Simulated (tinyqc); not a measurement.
Ellipsometry and reflectance of a transparent film on an absorbing substrate: one step of the calculation.

Air (index 1), film, substrate with N2 = n2 - i k2; time factor exp(+i w t). q_j = sqrt(N_j^2 - sin^2 th), root with positive real part. Fresnel coefficients r_s = (q_a - q_b)/(q_a + q_b), r_p = (N_b^2 q_a - N_a^2 q_b)/(N_b^2 q_a + N_a^2 q_b). tan(Psi) exp(i Delta) = R_p/R_s, Delta taken from 0 to 360 degrees.

Question. Psi, Delta and reflectances. beta = 2 pi d q1/lam, X = exp(-2 i beta), R = (r01 + r12 X)/(1 + r01 r12 X) for p and s.

Parameters, values chosen for the exercise:
```
symbol  value  unit         meaning
lam     546.1    nm      wavelength
d         2.6    nm  film thickness
```

q1 = 1.4115013
r01,p = -0.014494474
r01,s = -0.47685100
r12,p = 0.36549446-0.00313207i
r12,s = -0.47769198+0.00306548i

Wanted: beta; X; R_p; R_s; Psi; Delta; |R_p|^2; |R_s|^2.

Answer.

beta = 0.04222 rad
X = 0.9964-0.0843i
R_p = 0.3513-0.0343i
R_s = -0.7768+0.0222i
Psi = 24.43 degrees
Delta = 176.1 degrees
|R_p|^2 = 0.1246
|R_s|^2 = 0.6039

The bare substrate gives Psi = 24.41 and Delta = 179.60 degrees.

tinyqc, about 0.01 s, one thread, Intel Xeon 2.30GHz (shared host): `OMP_NUM_THREADS=1 python tinyqc.py 2870102 2870103 out.jsonl`
